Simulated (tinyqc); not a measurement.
Changing the current density j: electromigration in a confined line: Blech product, Korhonen stress evolution and Black's law. Computed by tinyqc, a small Python program. Command: `OMP_NUM_THREADS=1 python tinyqc.py 3002093 3002094 out.jsonl emigr sweep`. One thread of a shared host (Intel(R) Xeon(R) Processor @ 2.30GHz), about 0.01 s of CPU time with the checks.

The electron wind pushes atoms from the cathode (x = 0) to the anode (x = L); blocking ends build a back stress (tension positive). The input rho is taken not to change with temperature. d sigma/dt = d/dx [kappa (d sigma/dx + G)], with zero flux at both ends and sigma = 0 at t = 0.

Inputs (values chosen for the exercise, close to those used for copper lines): resistivity rho = 3.61 micro-ohm cm; atomic volume Omega = 11.8 angstrom^3; effective charge number Z* = 1.6; prefactor D0 = 2e-08 m^2/s; activation energy E = 0.871 eV; effective modulus B = 17 GPa; critical stress sigma_c = 94 MPa; line length L = 89 um; test temperature T = 200 C.

Start: stress-free.

Constants: e = 1.602176634e-19 C; k_B = 8.617333262e-05 eV/K; k_B = 1.380649e-23 J/K.

Method:
- G = Z* e rho j/Omega; D = D0 exp(-E/(k_B T)); kappa = D B Omega/(k_B T); drift velocity of an unconfined line v = D Z* e rho j/(k_B T). SI: 1 micro-ohm cm = 1e-8 ohm m, 1 MA/cm^2 = 1e10 A/m^2.
- Temperatures in kelvin are T(C) + 273.15.
- At steady state sigma(x) = G (L/2 - x). A void forms only if the cathode stress reaches sigma_c, that is if j L exceeds (j L)_c = 2 Omega (sigma_c)/(Z* e rho). Time scale tau = L^2/kappa.
- sigma(x, t) = G L [1/2 - x/L - 4 sum_(m odd) cos(m pi x/L) exp(-m^2 pi^2 s)/(m pi)^2], s = t/tau, summed to m = 399.
- Solve sigma(0, t) = sigma_c for s; the semi-infinite estimate is t = (pi/kappa) ((sigma_c)/(2 G))^2.

One run for each value; columns: (1) current density j (MA/cm^2); (2) nucleation time (h); (3) semi-infinite estimate (h); (4) steady cathode stress (MPa); (5) drift velocity (nm/h):
```
(1)         (2)        (3)   (4)    (5)
0.40  6.251e+02  6.043e+02   140  0.215
0.57  2.979e+02  2.976e+02   199  0.307
0.82  1.438e+02  1.438e+02   286  0.441
1.20  6.714e+01  6.714e+01   419  0.646
1.70  3.345e+01  3.345e+01   593  0.915
2.40  1.679e+01  1.679e+01   838  1.292
3.40  8.364e+00  8.364e+00  1187  1.831
4.90  4.027e+00  4.027e+00  1710  2.638
7.00  1.973e+00  1.973e+00  2443  3.769
```

Describe and explain the trends.

Over the rows, nucleation time (h) falls from 625 to 1.97 (exponent d ln y / d ln x about -2.0 throughout). The exponent of nucleation time stays between -2.09 and -2.00, near -2: nucleation in a long line: the stress grows as j sqrt(t).  Left out: 10.0 (the series is not converged at so short a time).

Caution (all rows): a steady stress above sigma_c is formal, since a void forms first.
